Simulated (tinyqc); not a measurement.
From results back to parameters: Franz-Keldysh effect at a direct gap. Three cases, with inputs chosen for the exercise.

Problem. In modulation spectra the extrema of the oscillations lie at E_n = Eg + th (3 pi (n - 1/2)/4)^(2/3) (the phase constant is taken as pi/2 here), with th = (c (e Fd)^2/mr)^(1/3), mr = me mhh/(me + mhh), c = hbar^2/2m0; 1 kV/cm = 1e-5 V/angstrom. Extrema n = 2 and n = 5 are given; Eg and the field are hidden.

Constants: hbar^2/2m0 = 3.80998211 eV angstrom^2.

Case 1.

Values chosen (out of a larger set: near those of GaAs; not measured data): me = 0.0696 m0 (electron mass); mhh = 0.515 m0 (heavy-hole mass).

E_2 = 1.45482 eV
E_5 = 1.52699 eV

Case 2.

Values chosen (out of a larger set: near those of GaAs; not measured data): me = 0.0644 m0 (electron mass); mhh = 0.522 m0 (heavy-hole mass).

E_2 = 1.55547 eV
E_5 = 1.73744 eV

Case 3.

Values chosen (out of a larger set: near those of InP; not measured data): me = 0.0808 m0 (electron mass); mhh = 0.611 m0 (heavy-hole mass).

E_2 = 1.44707 eV
E_5 = 1.55947 eV

Find: th; Eg; Fd.

Solution. E_n is linear in (3 pi (n - 1/2)/4)^(2/3): the slope is th and the intercept Eg; then e Fd = sqrt(th^3 mr/c).

Case 1.

th = 28.80 meV
Eg = 1.388 eV
Fd = 62 kV/cm

Case 2.

th = 72.61 meV
Eg = 1.387 eV
Fd = 2.4e+02 kV/cm

Case 3.

th = 44.85 meV
Eg = 1.343 eV
Fd = 1.3e+02 kV/cm

Computed by tinyqc, one run a case: `OMP_NUM_THREADS=1 python tinyqc.py N N+1 out.jsonl` with N = 1682107, 1682112, 1682157; one thread of a shared Intel(R) Xeon(R) Processor @ 2.30GHz, about 0.01 s a run at most.
